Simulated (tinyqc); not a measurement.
Free and nearly free electrons in a metal: one step. Relaxation time and mean free path. Three cases, with inputs chosen for the exercise.

Problem. Use SI units: n in 1/m^3 (1e30 per 1/angstrom^3), rho in ohm m (1e-8 per micro-ohm cm).

Drude: 1/rho = n e^2 tau/(m m0) with e = 1.602176634e-19 C and m0 = 9.1093837e-31 kg; mean free path l = vF tau; rho l = hbar kF/(n e^2) = 12 pi^3 hbar/(e^2 S) with S = 4 pi kF^2 does not depend on tau or m.

Give: tau; l; rho l.

Case 1.

Values chosen (out of a larger set: near those of Ag, whose d bands this model ignores; not measured data): m = 1 m0 (mass); rho = 1.73 micro-ohm cm (bulk resistivity).

n = 0.0585501 1/angstrom^3
vF = 1.39071e+06 m/s

Solution.

tau = 35.03 fs
l = 48.72 nm
rho l = 8.429 1e-16 ohm m^2

Wires lose conductivity to surfaces and grain boundaries, with an excess that scales as rho l over the width and is of the order of rho itself at a width of l = 49 nm.

Case 2.

Values chosen (out of a larger set: near those of Na; not measured data): m = 1 m0 (mass); rho = 5.17 micro-ohm cm (bulk resistivity).

n = 0.0256529 1/angstrom^3
vF = 1.05627e+06 m/s

Solution.

tau = 26.76 fs
l = 28.26 nm
rho l = 14.612 1e-16 ohm m^2

Wires lose conductivity to surfaces and grain boundaries, with an excess that scales as rho l over the width and is of the order of rho itself at a width of l = 28 nm.

Case 3.

Values chosen (out of a larger set: near those of K; not measured data): m = 1 m0 (mass); rho = 7.83 micro-ohm cm (bulk resistivity).

n = 0.0134491 1/angstrom^3
vF = 851711 m/s

Solution.

tau = 33.70 fs
l = 28.70 nm
rho l = 22.473 1e-16 ohm m^2

Wires lose conductivity to surfaces and grain boundaries, with an excess that scales as rho l over the width and is of the order of rho itself at a width of l = 29 nm.

Computed by tinyqc, one run a case: `OMP_NUM_THREADS=1 python tinyqc.py N N+1 out.jsonl` with N = 1650654, 1650773, 1651187; one thread of a shared Intel(R) Xeon(R) Processor @ 2.30GHz, about 0.01 s a run at most.
